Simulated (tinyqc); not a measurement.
Geometry optimisation on the RHF/sto-3g surface (energies and gradients from PySCF), for BeH2, spin multiplicity 1, step by step. Computed by tinyqc, a small Python program that keeps every step (integrals from PySCF). Settings: charge = 0, multiplicity = 1, basis = sto-3g, optimiser = bfgs, first Hessian = 0.3, largest step = 0.1, iteration cap = 30. Command: `OMP_NUM_THREADS=1 python tinyqc.py 28975 28976 out.jsonl` (the two numbers bound the seeds that draw the settings). One thread of a shared host (Intel(R) Xeon(R) Processor @ 2.60GHz), about 0.5 s of CPU time with the checks.

## Step 1: energy and gradient

positions at the start (bohr):
```
           x        y        z
1Be  -0.0019   0.0756   0.0435
2H    0.1191   2.5965  -0.0321
3H   -0.0132  -2.6570   0.0416
```

Self-consistent energy and analytic gradient at these positions.

energy = -15.551879 hartree

gradient (hartree/bohr):
```
             x          y          z
1Be  -0.002709   0.035032   0.002022
2H    0.001945   0.018284  -0.001296
3H    0.000764  -0.053315  -0.000726
```

## Step 1: move

Quasi-Newton step p = -H^(-1) g (first H = 0.3 times the unit matrix); steps longer than 0.1 bohr are cut back (factor 0.451 here).

positions after step 1 (bohr):
```
           x        y        z
1Be   0.0022   0.0229   0.0404
2H    0.1161   2.5690  -0.0302
3H   -0.0144  -2.5768   0.0427
```

## Step 2: energy and gradient

As before.

energy = -15.557159 hartree

gradient (hartree/bohr):
```
             x          y          z
1Be  -0.002690   0.009392   0.001917
2H    0.001983   0.023403  -0.001304
3H    0.000707  -0.032795  -0.000613
```

## Step 2: move

inverse Hessian in use (bohr^2/hartree):
```
         1        2        3        4        5        6        7        8
1   3.3465  -0.0490  -0.0094  -0.0097  -0.1135   0.0064  -0.0035   0.1625
2  -0.0490   2.4051   0.0310   0.0383   0.6532  -0.0245   0.0107   0.2750
3  -0.0094   0.0310   3.3400   0.0069   0.0818  -0.0045   0.0025  -0.1128
4  -0.0097   0.0383   0.0069   3.3405   0.0832  -0.0047   0.0026  -0.1215
5  -0.1135   0.6532   0.0818   0.0832   4.2681  -0.0549   0.0304  -1.5880
6   0.0064  -0.0245  -0.0045  -0.0047  -0.0549   3.3364  -0.0017   0.0793
7  -0.0035   0.0107   0.0025   0.0026   0.0304  -0.0017   3.3342  -0.0410
8   0.1625   0.2750  -0.1128  -0.1215  -1.5880   0.0793  -0.0410   4.6463
9   0.0030  -0.0065  -0.0021  -0.0022  -0.0270   0.0015  -0.0008   0.0334

         9
1   0.0030
2  -0.0065
3  -0.0021
4  -0.0022
5  -0.0270
6   0.0015
7  -0.0008
8   0.0334
9   3.3340
```

Quasi-Newton step p = -H^(-1) g (the inverse Hessian comes from BFGS updates; coordinates in the order x, y, z of each atom); steps longer than 0.1 bohr are cut back (factor 0.401 here).

positions after step 2 (bohr):
```
           x        y        z
1Be   0.0092   0.0112   0.0355
2H    0.1109   2.5053  -0.0268
3H   -0.0162  -2.5014   0.0442
```

## Step 3: energy and gradient

As before.

energy = -15.560306 hartree

gradient (hartree/bohr):
```
             x          y          z
1Be  -0.001900   0.003415   0.001342
2H    0.001299   0.012919  -0.000863
3H    0.000601  -0.016334  -0.000479
```

## Step 3: move

inverse Hessian in use (bohr^2/hartree):
```
         1        2        3        4        5        6        7        8
1   3.3531  -0.0409  -0.0140  -0.0133  -0.1273   0.0089  -0.0064   0.1682
2  -0.0409   2.3597   0.0251   0.0303   0.5026  -0.0194   0.0106   0.4710
3  -0.0140   0.0251   3.3432   0.0094   0.0909  -0.0063   0.0045  -0.1160
4  -0.0133   0.0303   0.0094   3.3423   0.0822  -0.0059   0.0044  -0.1125
5  -0.1273   0.5026   0.0909   0.0822   3.9731  -0.0552   0.0451  -1.1424
6   0.0089  -0.0194  -0.0063  -0.0059  -0.0552   3.3373  -0.0029   0.0746
7  -0.0064   0.0106   0.0045   0.0044   0.0451  -0.0029   3.3353  -0.0557
8   0.1682   0.4710  -0.1160  -0.1125  -1.1424   0.0746  -0.0557   4.0048
9   0.0051  -0.0057  -0.0036  -0.0035  -0.0357   0.0023  -0.0016   0.0414

         9
1   0.0051
2  -0.0057
3  -0.0036
4  -0.0035
5  -0.0357
6   0.0023
7  -0.0016
8   0.0414
9   3.3346
```

Quasi-Newton step p = -H^(-1) g (the inverse Hessian comes from BFGS updates; coordinates in the order x, y, z of each atom); steps longer than 0.1 bohr are cut back (factor 0.919 here).

positions after step 3 (bohr):
```
           x        y        z
1Be   0.0193   0.0047   0.0284
2H    0.1041   2.4389  -0.0223
3H   -0.0195  -2.4285   0.0468
```

## Convergence

Stop when the largest gradient component is below 3e-5 hartree/bohr. The inverse Hessian follows the BFGS update with s = step, y = change of gradient.

Course of the optimisation:

| step | E (hartree) | largest gradient (hartree/bohr) |
|---|---|---|
| 1 | -15.551879 | 5.33e-02 |
| 2 | -15.557159 | 3.28e-02 |
| 3 | -15.560306 | 1.63e-02 |
| 4 | -15.561332 | 1.22e-03 |
| 5 | -15.561342 | 7.92e-04 |
| 6 | -15.561349 | 4.39e-04 |
| 7 | -15.561353 | 3.09e-04 |
| 8 | -15.561353 | 5.08e-05 |
| 9 | -15.561353 | 9.03e-06 |

Final distances (angstrom):

| pair | distance |
|---|---|
| 2H-1Be | 1.2905 |
| 3H-1Be | 1.2905 |
| 3H-2H | 2.5811 |

Converged in 9 steps.
